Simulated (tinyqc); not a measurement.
# Worked calculation: energy and delay of logic against supply voltage

Computed by the program tinyqc: `OMP_NUM_THREADS=1 python tinyqc.py 2082184 2082185 out.jsonl`, one thread of a shared Intel Xeon 2.30GHz, about 0.01 s for the whole run. Printed values are rounded.

One expression serves below and above threshold: I(Vg) = Ik [ln(1 + exp((Vg - VT + dd V)/(al nf Vt)))]^al, with I_on = I(V) and I_off = I(0). Gate delay td = kd C V/I_on, clock period LD td. Per gate and cycle the switching energy is act C V^2 and the leakage energy I_off V LD td. No short-circuit current, no variation. Minima are sought above 0.09 V; below a few Vt gates no longer switch and the model has no meaning.

Parameters, values chosen for the exercise; values of the order met in logic technologies: temperature T = 300 K; threshold voltage at zero drain bias VT = 0.42 V; slope factor nf = 1.24; barrier lowering per volt of supply dd = 0.05; specific current of a gate Ik = 1.9 uA; exponent of the current law al = 1.47; load capacitance of a gate C = 0.39 fF; delay factor kd = 0.8; logic depth LD = 20; activity factor act = 0.05; supply voltage V = 0.37 V.

Constants: q = 1.602176634e-19 C, kB = 1.380649e-23 J/K, Vt = kB T/q. Results are converted to the units shown.

## Currents, delay and energies

I_on, I_off, td, clock frequency 1/(LD td), both energies and their sum.

I_on = 0.519249 uA
I_off = 0.00690640 nA
td = 222.321 ps
clock frequency = 0.224900 GHz
switching energy = 2.66955 aJ
leakage energy = 0.0113623 aJ
energy = 2.68091 aJ

I_on/I_off = 75200; leakage makes up 0.424 % of the energy.

## Starting value

V = 0.25 V.

V at the start = 0.25 V

## Iteration 1: new V

Minimum-energy supply: E(V) is the energy per gate and cycle; with h = 0.001 V, E' = (E(V + h) - E(V - h))/(2 h), E'' = (E(V - h) - 2 E(V) + E(V + h))/h^2, V(new) = V - E'/E''.

E' = 6.03508 aJ/V
E'' = 119.821 aJ/V^2
V after iteration 1 = 0.199632 V

## Iteration 2: new V

As before.

E' = -2.60644 aJ/V
E'' = 234.316 aJ/V^2
V after iteration 2 = 0.210756 V

## Iteration 3: new V

As before.

E' = -0.172839 aJ/V
E'' = 203.600 aJ/V^2
V after iteration 3 = 0.211605 V

## Course of the iteration

Stop when the step is below 1e-9 V, or after 40 iterations.

Course of the iteration:

| iteration | V before the step (V) | step (V) |
|---|---|---|
| 1 | 0.25 | -0.0504 |
| 2 | 0.199632 | 0.0111 |
| 3 | 0.210756 | 8.49e-4 |
| 4 | 0.211605 | 4.73e-6 |
| 5 | 0.211610 | 1.02e-10 |

Converged in 5 iterations. There leakage makes up 30.5 % of the energy and the clock runs at 2.97 MHz.
